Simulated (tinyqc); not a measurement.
Ion-assisted plasma etching: sheath, surface coverage, synergy and aspect-ratio dependence. Changing the radical density n. Computed by tinyqc, a small Python program. Command: `OMP_NUM_THREADS=1 python tinyqc.py 3001615 3001616 out.jsonl etch sweep`. One thread of a shared host (Intel(R) Xeon(R) Processor @ 2.30GHz), about 0.02 s of CPU time with the checks.

Radicals adsorb on bare sites; ions remove covered sites with a high yield and bare sites by sputtering; a slow spontaneous reaction acts everywhere, walls included.

Inputs (values chosen for the exercise, close to those used for silicon dioxide in a fluorocarbon plasma):
```
quantity                                value       unit
plasma density n_e                    1.1e+11     1/cm^3
electron temperature T_e                  4.9         eV
ion mass M_i                               69          u
sheath voltage V                          270          V
radical mass M_n                           50          u
gas temperature T_g                       350          K
sticking coefficient s                    0.8          -
radicals per removed unit x                 2          -
yield slope b                           0.082  eV^(-1/2)
threshold E_th                             25         eV
sputter slope b_p                       0.014  eV^(-1/2)
sputter threshold E_p                      39         eV
spontaneous reaction probability k_c  2.3e-05          -
solid density N                       2.2e+22     1/cm^3
ion temperature T_i                       0.5         eV
aspect ratio A                            1.9          -
```

Feature: round hole.

Constants: e = 1.602176634e-19 C; u = 1.6605390666e-27 kg; k_B = 1.380649e-23 J/K; eps_0 = 8.8541878128e-12 F/m.

Method:
- Bohm speed u_B = sqrt(e T_e/M_i); ion flux G_i = 0.61 n_e u_B; radical flux G_n = n c/4 with c = sqrt(8 k_B T_g/(pi M_n)).
- Debye length lambda_D = sqrt(eps_0 T_e/(e n_s)) with n_s = 0.61 n_e, T_e in volts; Child-law sheath d = (sqrt2/3) lambda_D (2 V/T_e)^(3/4); ion energy E = V + T_e/2; angular spread = arctan(sqrt(T_i/E)).
- Yields: Y = b (sqrt(E) - sqrt(E_th)) on covered sites, Y_p = b_p (sqrt(E) - sqrt(E_p)) on bare ones (zero below threshold).
- Steady coverage: s G_n (1 - theta) = x Y G_i theta; removal flux = Y G_i theta + Y_p G_i (1 - theta) + k_c G_n; rate = flux/N, 1 cm/s = 6e8 nm/min.
- Lateral rate = k_c G_n/N; anisotropy = 1 - lateral/vertical; synergy = vertical/(ions alone + radicals alone), with ions alone Y_p G_i/N and radicals alone the lateral rate.
- Transmission of a round hole: K = 1/(1 + 3A/4), walls that scatter diffusely without loss. With a loss probability S = s (1 - theta) at the floor, G_b/G_n = K/(K + S - K S); theta follows G_b, and the two are solved together. Ions are taken to reach the floor unshadowed; G_b replaces G_n in every term of the rate; A is depth over diameter.

One run for each value:
```
radical density n (1/cm^3)  vertical rate (nm/min)  coverage theta  anisotropy  floor rate over open-field rate
3.00e+11                                     93.78         0.06515     0.99998                          0.86483
8.30e+11                                    130.75         0.16165     0.99996                          0.77917
2.30e+12                                    202.25         0.34824     0.99993                          0.75802
6.30e+12                                    296.47         0.59408     0.99987                          0.85072
1.70e+13                                    374.64         0.79795     0.99973                          0.95641
4.80e+13                                    420.71         0.91770     0.99931                          0.99294
1.30e+14                                    440.46         0.96795     0.99822                          0.99891
3.60e+14                                    449.60         0.98818     0.99517                          0.99980
1.00e+15                                    456.35         0.99571     0.98677                          0.99992
```

Over the rows, vertical rate (nm/min) rises from 93.8 to 456 (exponent d ln y / d ln x 0.33 between the first rows and 0.015 between the last); coverage theta rises from 0.0652 to 0.996 (exponent d ln y / d ln x 0.89 between the first rows and 0.0074 between the last); anisotropy falls from 1.0000 to 0.9868. At the high end the exponent of vertical rate is 0.01, close to 0: the surface is saturated. More radicals cure the lag, at the price of lateral etching.
